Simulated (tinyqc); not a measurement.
# Scale length and barrier from the threshold roll-off

Inverse problem. For L well above Lambda the threshold falls by 2 m sqrt(A (A + Vds)) exp(-pi L/(2 Lambda)), A being the height of the source potential over the barrier top; the two values follow this form. Find Lambda and A.

Parameters, values chosen for the exercise:
```
symbol,value,unit,meaning
m,1,,long-channel body factor
Vds,0.7,V,drain voltage
```

threshold lowering at L = 17 and 27 nm (mV): 52.898891  8.1136984

Answer. The ratio of the two values gives Lambda; the prefactor gives A (A + Vds), a quadratic with one positive root.

Lambda = 8.378 nm
A = 0.3800 V

Program tinyqc, `OMP_NUM_THREADS=1 python tinyqc.py 2420025 2420026 out.jsonl`; Intel Xeon 2.30GHz, shared host, one thread, about 0.01 s.
